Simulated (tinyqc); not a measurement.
## Length offset and series resistance from crossing lines

Problem. R_total = Rs + k (L - dL)/Vo with constant Rs, dL and k. Find k, dL and Rs.

R_total at (L, Vo) = (45, 0.43), (90, 0.43), (45, 0.76) and (90, 0.76), L in nm and Vo in V (ohm um): 323.79070  564.48837  235.30263  371.48684

Answer. At each overdrive R is a straight line in L with slope k/Vo; the two lines cross at L = dL, R = Rs.

k = 2.30 ohm um V/nm
dL = 6.90 nm
Rs = 120 ohm um

tinyqc, about 0.04 s, one thread, Intel Xeon 2.30GHz (shared host): `OMP_NUM_THREADS=1 python tinyqc.py 2282198 2282199 out.jsonl`
